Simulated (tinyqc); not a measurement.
# Scale length and length offset from two DIBL values

Problem. DIBL = exp(-Le/(2 l)) + 2 exp(-Le/l) with Le = L - dL. Find l, dL and the drawn length for a DIBL of 100 mV/V.

DIBL at drawn lengths 60 and 98 nm (mV/V): 88.432886  14.001949

Solution. With e = exp(-Le/(2 l)), 2 e^2 + e = DIBL gives e and so Le/l at each length; Le/l is a straight line in L with slope 1/l.

l = 11.00 nm
dL = 3.500 nm
length for 100 mV/V = 57.63 nm

Program tinyqc, `OMP_NUM_THREADS=1 python tinyqc.py 2002107 2002108 out.jsonl`; Intel Xeon 2.30GHz, shared host, one thread, about 0.01 s.
